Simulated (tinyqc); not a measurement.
## MOS inversion layer, Poisson-Schroedinger loop: effect of the sheet density of electrons

Electrons confined at an insulator interface at z = 0, treated as a hard wall; parabolic valleys, Hartree approximation, no image or exchange terms. The depletion charge lies far deeper than the electrons and gives a uniform field q Nd/(eps0 eps_r); the gate balances all charge. Energies are counted from the band edge at the interface.

Schroedinger equation -(C/mz) psi'' + (V0 + U) psi = E psi, C = hbar^2/(2 m0), psi(0) = 0, on a uniform mesh of 800 nodes with a far wall at 22 nm, 8 levels a set; V0 = q Nd z/(eps0 eps_r); dU/dz = q (Ns - integral of n from 0 to z)/(eps0 eps_r), U(0) = 0; N_k = g md m0 q Vt/(pi hbar^2) ln(1 + exp((EF - E_k)/Vt)), g the number of valleys of the set, sum N_k = Ns. Triangular well: E_k = a_k (C F^2/mz)^(1/3), a_1 = 2.338107, a_2 = 4.087949, C = hbar^2/(2 m0), F in eV/nm. Fang-Howard (all electrons in the lowest level of set A): b^3 = 6 (mz1/C) q (Nd + 11 Ns/32)/(eps0 eps_r), centroid 3/b, level C b^2/(4 mz1) + (3/b) q (Nd + 11 Ns/16)/(eps0 eps_r). The centroid adds 3.9 z_av/eps_r to an oxide-equivalent thickness. Shares under 0.0001 % are printed as 0.

Inputs (values chosen for the exercise); masses and permittivity close to those of gallium nitride:
- T = 300 K (temperature)
- eps_r = 9.44 (relative permittivity)
- mz1 = 0.2 m0 (mass along z of valley set A (1 valley(s)))
- md1 = 0.203 m0 (in-plane density-of-states mass of set A)
- Nd = 1.5e12 cm^-2 (sheet density of depletion charge)

Constants: q = 1.602176634e-19 C, kB = 1.380649e-23 J/K, hbar = 1.054571817e-34 J s, m0 = 9.1093837015e-31 kg, Vt = kB T/q, eps0 = 8.8541878128e-14 F/cm where lengths are in cm, hbar^2/(2 m0) = 0.0380998212 eV nm^2. Results are converted to the units shown.

Results:

| Ns (cm^-2) | A1 (meV) | A2 (meV) | EF (meV) | share of A1 (%) | share of A2 (%) | centroid z_av (nm) | added oxide equivalent (nm) | Fang-Howard centroid (nm) |
|---|---|---|---|---|---|---|---|---|
| 1e11 | 130 | 226 | 50.5 | 97.4 | 2.50 | 2.96 | 1.22 | 3.08 |
| 2.1e11 | 135 | 231 | 74.9 | 97.4 | 2.48 | 2.94 | 1.21 | 3.05 |
| 4.5e11 | 145 | 243 | 106 | 97.4 | 2.45 | 2.88 | 1.19 | 3.00 |
| 9.7e11 | 165 | 266 | 149 | 97.5 | 2.40 | 2.78 | 1.15 | 2.90 |
| 2.1e12 | 205 | 314 | 217 | 97.5 | 2.40 | 2.61 | 1.08 | 2.72 |
| 9.4e12 | 412 | 561 | 518 | 95.7 | 4.12 | 2.07 | 0.857 | 2.11 |
| 2e13 | 646 | 856 | 861 | 91.1 | 8.63 | 1.82 | 0.751 | 1.75 |

Estimate the missing row, Ns = 4.4e12 cm^-2.

Computed row:

| Ns (cm^-2) | A1 (meV) | A2 (meV) | EF (meV) | share of A1 (%) | share of A2 (%) | centroid z_av (nm) | added oxide equivalent (nm) | Fang-Howard centroid (nm) |
|---|---|---|---|---|---|---|---|---|
| 4.4e12 | 278 | 400 | 325 | 97.2 | 2.65 | 2.36 | 0.976 | 2.46 |

With this row back in the table: As Ns goes from 1e11 to 2e13, A1 rises from 130 to 646 meV, the share of A1 goes from 97.4 through a maximum of 97.5 (at Ns = 2.1e12 among the rows listed) to 91.1 % and the centroid falls from 2.96 to 1.82 nm. A1 goes as Ns^(0.59) between the last two rows (a triangular well in the field of that charge alone gives 2/3). EF lies more than 2 meV above A1 for Ns = 2.1e12, 4.4e12, 9.4e12, 2e13. The Fang-Howard centroid is 3.8 % above the full one in the first row, where A1 holds 97.4 %, and 3.8 % below it in the last, where A1 holds 91.1 %.

tinyqc, about 0.4 s, one thread, Intel Xeon 2.30GHz (shared host): `OMP_NUM_THREADS=1 python tinyqc.py 2160068 2160069 out.jsonl`
